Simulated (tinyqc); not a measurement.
Transfer-length model of a contact: one step of the calculation.

A metal contact of length d and width W on a thin layer of the same width. The metal has no resistance, the sheet resistance under it equals Rsh, and current enters the layer at the front edge x = 0.

Problem. Contact resistivity. rc = Rsh Lt^2. Short cuts: Rsh A^2 (long contact, Lt = A) and Rc W d (short contact, even current).

Inputs (values chosen for the exercise): specific contact resistivity rc = 1.6e-7 ohm cm^2; contact length d = 0.15 um; contact width W = 0.39 um.

Rsh = 2899.9332 ohm/sq
Rc = 572.17220 ohm
A = 0.076949069 um
converged Lt = 0.074283914 um

Wanted: rc; Rsh A^2; Rc W d.

Solution.

rc = 1.600e-7 ohm cm^2
Rsh A^2 = 1.717e-7 ohm cm^2
Rc W d = 3.347e-7 ohm cm^2

The extracted rc is 0.013 % above the value 1.6e-7 ohm cm^2 that made the data.

Numbers from tinyqc (`OMP_NUM_THREADS=1 python tinyqc.py 2760057 2760058 out.jsonl`; about 0.01 s on one thread of a shared Intel Xeon 2.30GHz).
